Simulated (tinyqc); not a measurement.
Composition and strain of an epitaxial Si(1-x)Ge(x) layer from Raman and X-ray peaks: one step, computed by the program tinyqc. Command: `OMP_NUM_THREADS=1 python tinyqc.py 3008974 3008975 out.jsonl epiraman walk`. One thread of a shared host (Intel(R) Xeon(R) Processor @ 2.30GHz), about 0.01 s of CPU time with the checks.

A (001) layer, biaxially strained in the plane. The Raman peaks follow empirical lines omega = w0 + c1 x + c3 x^3 + b eps (c3 for Si-Ge alone), with eps the in-plane strain.

Problem. X-ray (004) reflection. Bragg angle theta = arcsin(2 lambda/a) for (004), for the substrate with a_sub and the layer with a_perp; separation in arc seconds.

Inputs (values chosen for the exercise, modelled on silicon-germanium): X-ray wavelength = 1.540598 angstrom.

Substrate: silicon.

substrate constant a_sub = 5.431 angstrom

a_perp = 5.626891 angstrom

Give: theta of the substrate; theta of the layer; separation, layer less substrate.

Solution.

theta of the substrate = 34.565 degree

theta of the layer = 33.201 degree

separation, layer less substrate = -4907.4 arcsec
